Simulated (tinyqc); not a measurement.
Inside a calculation. Model: cluster expansion of a binary alloy: correlations, fit, cross-validation and ground states. Computed by tinyqc, a small Python program that keeps every step. Command: `OMP_NUM_THREADS=1 python tinyqc.py 3022251 3022252 out.jsonl clex walk`. One thread of a shared host (Intel(R) Xeon(R) Processor @ 2.30GHz), about 0.08 s of CPU time with the checks. Intermediate numbers are printed to about 5 digits and carried at full precision; extremes and crossings named in words are read from the listed rows.

s = +1 for A and -1 for B. Energy per site E = J0 + J1 P(point) + sum over clusters of m V P, with P the mean product of spins; V > 0 on a pair favours unlike neighbours. Clusters per site m: pair 1 2, pair 2 2, pair 3 2, triplet 4; the triplet is two first-neighbour bonds at a right angle. Formation energies are counted from the line between pure A and pure B, which removes J0 and J1.

Inputs (values chosen for the exercise, for a model alloy): first-pair interaction V1 = 22 meV; second-pair interaction V2 = -2.4 meV; third-pair interaction V3 = 0.38 meV; triplet interaction Vt = 5.3 meV; noise amplitude = 7.1 meV/site; temperature T = 1600 K; fraction x of B = 0.68.

Lattice: square.

Constants: k_B = 8.617333262e-05 eV/K.

## Design matrix

correlations P, counted on periodic cells, rows A, A3B p(2x2), A3B c(4x2), A2B diagonal rows, A2B rows, AB c(2x2), AB p(2x1), A2B2 rows, AB2 diagonal rows, AB2 rows, AB3 p(2x2), AB3 c(4x2), B, columns point, pair 1, pair 2, pair 3, triplet:
```
[[1.0000, 1.0000, 1.0000, 1.0000, 1.0000],
 [0.5000, 0.0000, 0.0000, 1.0000, -0.5000],
 [0.5000, 0.0000, 0.0000, 0.5000, -0.5000],
 [0.3333, -0.3333, 0.3333, -0.3333, -0.3333],
 [0.3333, 0.3333, -0.3333, 0.3333, 0.3333],
 [0.0000, -1.0000, 1.0000, 1.0000, 0.0000],
 [0.0000, 0.0000, -1.0000, 1.0000, 0.0000],
 [0.0000, 0.5000, 0.0000, 0.0000, 0.0000],
 [-0.3333, -0.3333, 0.3333, -0.3333, 0.3333],
 [-0.3333, 0.3333, -0.3333, 0.3333, -0.3333],
 [-0.5000, 0.0000, 0.0000, 1.0000, 0.5000],
 [-0.5000, 0.0000, 0.0000, 0.5000, 0.5000],
 [-1.0000, 1.0000, 1.0000, 1.0000, -1.0000]]
```

Design matrix of formation energies: m (P - 1) for pairs and m (P(triplet) - P(point)) for the triplet; x = (1 - P(point))/2.

X, rows A, A3B p(2x2), A3B c(4x2), A2B diagonal rows, A2B rows, AB c(2x2), AB p(2x1), A2B2 rows, AB2 diagonal rows, AB2 rows, AB3 p(2x2), AB3 c(4x2), B, columns pair 1, pair 2, pair 3, triplet:
```
[[0.0000, 0.0000, 0.0000, 0.0000],
 [-2.0000, -2.0000, 0.0000, -4.0000],
 [-2.0000, -2.0000, -1.0000, -4.0000],
 [-2.6667, -1.3333, -2.6667, -2.6667],
 [-1.3333, -2.6667, -1.3333, 0.0000],
 [-4.0000, 0.0000, 0.0000, 0.0000],
 [-2.0000, -4.0000, 0.0000, 0.0000],
 [-1.0000, -2.0000, -2.0000, 0.0000],
 [-2.6667, -1.3333, -2.6667, 2.6667],
 [-1.3333, -2.6667, -1.3333, 0.0000],
 [-2.0000, -2.0000, 0.0000, 4.0000],
 [-2.0000, -2.0000, -1.0000, 4.0000],
 [0.0000, 0.0000, 0.0000, 0.0000]]
```

## Formation energies

standard normal numbers for the noise (0 for the pure ends): A 0.000, A3B p(2x2) 2.200, A3B c(4x2) -1.143, A2B diagonal rows -1.485, A2B rows 0.319, AB c(2x2) -0.291, AB p(2x1) -0.984, A2B2 rows 0.238, AB2 diagonal rows 0.556, AB2 rows -0.217, AB3 p(2x2) -0.277, AB3 c(4x2) 0.245, B 0.000

Exact: X V with V = (V1, V2, V3, Vt). The data to fit add the noise amplitude times the normal numbers, standing for what the clusters leave out.

exact energies (meV/site): A 0.000, A3B p(2x2) -60.400, A3B c(4x2) -60.780, A2B diagonal rows -70.613, A2B rows -23.440, AB c(2x2) -88.000, AB p(2x1) -34.400, A2B2 rows -17.960, AB2 diagonal rows -42.347, AB2 rows -23.440, AB3 p(2x2) -18.000, AB3 c(4x2) -18.380, B 0.000

data (meV/site): A 0.000, A3B p(2x2) -44.780, A3B c(4x2) -68.895, A2B diagonal rows -81.157, A2B rows -21.175, AB c(2x2) -90.066, AB p(2x1) -41.386, A2B2 rows -16.270, AB2 diagonal rows -38.399, AB2 rows -24.981, AB3 p(2x2) -19.967, AB3 c(4x2) -16.640, B 0.000

## Normal equations for V1, V2, Vt

Leave out pair 3: A = X^T X and b = X^T E (E being the data with noise) over these three columns; solve A V = b. The root-mean-square error runs over the structures between the pure ends.

matrix A, rows V1, V2, Vt:
```
[[54.778, 40.222, 0.000],
 [40.222, 53.778, 0.000],
 [0.000, 0.000, 78.222]]
```

b (meV): [1140.2, 781.1, 422.3]

fitted V1, V2, Vt (meV): [22.515, -2.314, 5.399]

root-mean-square error of the three-cluster fit = 6.7826 meV/site

The fit misses V1 by +0.51, V2 by +0.09 and Vt by +0.10 meV; the omitted V3 = 0.38 meV and the noise shift the fitted values.

## Which clusters to keep

For each set, H = X (X^T X)^-1 X^T over the structures between the ends; residual e = E - H E; leave-one-out error e_i/(1 - H_ii); both as root mean squares.

Fits:
```
clusters     fit error (meV/site)  leave-one-out error (meV/site)  largest H_ii
V1                         16.281                          18.023       0.29209
V1 V2                      15.914                          17.903       0.64793
V1 V3                      16.278                          20.149       0.51613
V1 V2 Vt                    6.783                           9.411       0.64793
V1 Vt                       7.603                          10.111       0.29209
V1 V2 V3                   15.866                          20.667       0.75527
V1 V3 Vt                    7.598                          11.682       0.51613
V1 V2 V3 Vt                 6.669                          11.049       0.75527
```

leave-one-out error without pair 3 = 9.4107 meV/site

leave-one-out error with all four = 11.049 meV/site

The fit error can only fall as clusters are added, to 6.67 meV with all four. The leave-one-out error is least for V1 V2 Vt (9.41 meV), and all four give 11.05: the extra terms fit noise more than signal.

## Ground states by the convex hull

Height above the hull = E less the lowest straight line between two structures that bracket x (or the lowest structure at the same x). The three-term fit is X V with the fitted values.

Hull among these structures (meV/site):
```
structure               x  exact E  above hull  fitted E  above hull, fit
A                  0.0000    0.000       0.000     0.000            0.000
A3B p(2x2)         0.2500  -60.400       0.380   -61.996            0.000
A3B c(4x2)         0.2500  -60.780       0.000   -61.996            0.000
A2B diagonal rows  0.3333  -70.613       0.000   -71.350            0.000
A2B rows           0.3333  -23.440      47.173   -23.848           47.502
AB c(2x2)          0.5000  -88.000       0.000   -90.060            0.000
AB p(2x1)          0.5000  -34.400      53.600   -35.773           54.287
A2B2 rows          0.5000  -17.960      70.040   -17.886           72.173
AB2 diagonal rows  0.6667  -42.347      16.320   -42.558           17.482
AB2 rows           0.6667  -23.440      35.227   -23.848           36.191
AB3 p(2x2)         0.7500  -18.000      26.000   -18.807           26.223
AB3 c(4x2)         0.7500  -18.380      25.620   -18.807           26.223
B                  1.0000    0.000       0.000     0.000            0.000
```

lowest exact formation energy = -88 meV/site

On the exact hull: A, A3B c(4x2), A2B diagonal rows, AB c(2x2), B. The fit finds A, A3B p(2x2), A3B c(4x2), A2B diagonal rows, AB c(2x2), B instead; its root-mean-square error is 6.78 meV. A structure at zero height may lie on a tie line without being a vertex, and structures outside this list could lie lower.

## The random alloy and its short-range order

Random alloy: P(pair) = p^2, P(triplet) = p^3, p = 1 - 2x, so H_mix = (p^2 - 1) sum m V(pairs) + (p^3 - p) m Vt; G_mix = H_mix + k_B T [x ln x + (1 - x) ln(1 - x)]. To first order in 1/T the Warren-Cowley parameter of shell 1 is alpha_1 = -(1 - p^2) V_eff/(k_B T), V_eff = V1 + (number of triplets on a first-neighbour bond) p Vt, that number being 4.

mixing enthalpy H_mix = -28.138 meV/site

mixing free energy G_mix = -114.57 meV/site

alpha_1 = -0.090703

alpha_1 < 0: unlike neighbours are preferred.

Checks made by the program: leave-one-out formula against refits (relative difference below 1e-10).
